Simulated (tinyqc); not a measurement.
Two coupled magnetic layers: synthetic antiferromagnet, spin flop, exchange bias and magnetoresistance: one step, computed by the program tinyqc. Command: `OMP_NUM_THREADS=1 python tinyqc.py 3027504 3027505 out.jsonl saf walk`. One thread of a shared host (Intel(R) Xeon(R) Processor @ 2.30GHz), about 0.3 s of CPU time with the checks.

Moments lie in the plane at the angles p1, p2 from the field. Energy per area: E = J1 cos(p1 - p2) + J2 cos^2(p1 - p2) - B M_s (t1 cos p1 + t2 cos p2) + K (t1 sin^2 p1 + t2 sin^2 p2).

Question. Limit of the antiparallel state. With p1 = 0, p2 = 180 degrees and c2 = J1 - 2 J2 the Hessian is [[c2 + t1 (2K + b), -c2], [-c2, c2 + t2 (2K - b)]], b = B M_s; its determinant vanishes at the positive root of t1 t2 b^2 - c2 (t1 - t2) b - [2K c2 (t1 + t2) + 4 K^2 t1 t2] = 0.

Inputs (values chosen for the exercise, for a model stack):

| quantity | value | unit |
|---|---|---|
| saturation magnetisation M_s | 1460 | kA/m |
| thickness t1 | 3 | nm |
| thickness t2 | 2.4 | nm |
| antiferromagnetic coupling J1 | 0.29 | mJ/m^2 |
| biquadratic coupling J2 | 0.057 | mJ/m^2 |
| in-plane anisotropy K | 1.4 | kJ/m^3 |

Field direction: along the easy axis.

Give: stability limit B_sf of the antiparallel state.

Answer.

stability limit B_sf of the antiparallel state = 19.25 mT
